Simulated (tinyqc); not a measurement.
Worked calculation: Wannier functions of a composite (isolated) pair of valence bands (bonds of an sp chain). Values are carried at full precision from step to step, so a last printed digit may differ when a step is redone from the rounded ones.

Each atom has a hybrid pointing left (<) and right (>). H(k): diagonal +V3 on A, -V3 on B; <A<|A>> = -V1a, <B<|B>> = -V1b, <A>|B<> = -V2, <B>|A<> = -V2p exp(ik); k in 1/a, Bloch sums with exp(ikR). The two lowest bands are filled. Trial functions in cell 0: g1 = cos(c) A> + sin(c) B<, and g2 = sin(c) B> + cos(c) A< of cell 1, whose Bloch vector has cos(c) exp(-ik) on A<. Projection A_mn = <psi_m|g_n>, S = A^+ A, Loewdin U = A S^(-1/2), Bloch-like states w_n = sum_m psi_m U_mn, H_W(k) = U^+ diag(E) U. P = sum_m |psi_m><psi_m| is free of phase choices, and S = g^+ P g, w = P g S^(-1/2).

Inputs chosen for the exercise:
- V2 = 3.93 eV (coupling in the bond A-B inside the cell)
- V2p = 2.72 eV (coupling in the bond to the next cell)
- V1a = 1.26 eV (coupling of the two hybrids on A)
- V1b = 1.79 eV (the same on B)
- V3 = 0 eV (A at +V3, B at -V3)
- j = 1 (mesh point, k = 2 pi j/N)
- N = 5 (k points)
- c = 45 degrees (trial bonds cos(c) on A, sin(c) on B)
- xb = 0.52 a (position of B (A at 0))

## H at one mesh point

Fill in the matrix.

H(k) (eV):
```
                 A<       A>       B<               B>
A<                0  -1.2600        0  -0.8405+2.5869i
A>          -1.2600        0  -3.9300                0
B<                0  -3.9300        0          -1.7900
B>  -0.8405-2.5869i        0  -1.7900                0
```

## Levels and the projector on the filled bands

Diagonalise; P = sum over the two lowest states of |psi><psi|.

levels (eV): -4.8080  -2.1257  2.1257  4.8080

P:
```
                A<              A>              B<              B>
A<          0.5000  0.0776+0.1284i               0  0.0897-0.4685i
A>  0.0776-0.1284i          0.5000  0.4752+0.0412i               0
B<               0  0.4752-0.0412i          0.5000  0.1198+0.0904i
B>  0.0897+0.4685i               0  0.1198-0.0904i          0.5000
```

The filled states put 2.000 electrons on A and 2.000 on B at this k.

## Loewdin orthogonalisation

The trial vectors are the columns g1 = (0, cos c, sin c, 0), g2 = (cos c exp(-ik), 0, 0, sin c), k = 2 pi j/N. Form S = g^+ P g, its eigenvalues, S^(-1/2), and w = P g S^(-1/2).

S:
```
                1               2
1          0.9752  0.0108-0.0116i
2  0.0108+0.0116i          0.9732
```

eigenvalues of S: 0.9583  0.9901

S^(-1/2):
```
                 1                2
1           1.0127  -0.0056+0.0060i
2  -0.0056-0.0060i           1.0138
```

w:
```
                 1                2
A<  0.0506+0.0947i   0.1742-0.6769i
A>  0.6983+0.0303i  -0.0744-0.0774i
B<  0.6983-0.0303i   0.0821+0.0691i
B>  0.0821-0.0691i   0.6976+0.0435i
```

The combinations of the trial bonds that diagonalise S lie 95.8 to 99.0 % inside the filled space; an eigenvalue near zero would mark a poor choice.

## The Hamiltonian in the new basis

H_W = w^+ H w; its eigenvalues must be the two filled levels.

H_W(k) (eV):
```
               1              2
1         -4.072  -1.057+0.561i
2  -1.057-0.561i         -2.862
```

eigenvalues (eV): -4.808  -2.126

## Hoppings between the Wannier functions

H_mn(R) = (1/N) sum_k exp(-ikR) H_W,mn(k), the coupling of function m in cell 0 to function n in cell R.

H(R) (eV):
```
R        11       12       21       22
-2   0.0057  -0.0151  -0.0034   0.0057
-1   0.0801  -0.6058  -0.0228   0.0801
0   -4.1121  -0.8779  -0.8779  -2.9022
1    0.0801  -0.0228  -0.6058   0.0801
2    0.0057  -0.0034  -0.0151   0.0057
```

The bond levels are -4.112 and -2.902 eV, against -sqrt(V2^2 + V3^2) = -3.930 and -2.720 for isolated bonds. Neighbouring bonds couple by -0.878 eV through B; the bond-orbital estimate is -V1b (1 + ap)/2 = -0.895 with the mean V2 in ap = V3/sqrt(V2^2 + V3^2).

## The functions in real space

w_n(R) = (1/N) sum_k exp(ikR) w_n(k); point-like hybrids at R (A) and R + xb (B) give centres and spreads.

Function 1:
```
R        A<       A>       B<       B>
-2  -0.0009   0.0022  -0.0006  -0.0063
-1   0.0031   0.0189  -0.0113  -0.0649
0    0.0701   0.6972   0.6972   0.0955
1   -0.0915  -0.0113   0.0189   0.0042
2   -0.0088  -0.0006   0.0022  -0.0004
```

centres (a): 1 0.2643, 2 0.7557

spreads (a^2): 1 0.0753, 2 0.0669

Function 1 has 97.2 % of its weight on the two hybrids of its bond. Its centre lies +0.0043 a from the middle of the bond.

## Checks

- Eigenvalues of H_W against the filled levels: they agree to 1e-10 or better.
- W^+ w against the unit matrix: they agree to 1e-10 or better.

(tinyqc, `OMP_NUM_THREADS=1 python tinyqc.py 1452449 1452450 out.jsonl`, Intel(R) Xeon(R) Processor @ 2.30GHz, 1 thread, shared host, about 0.2 s.)
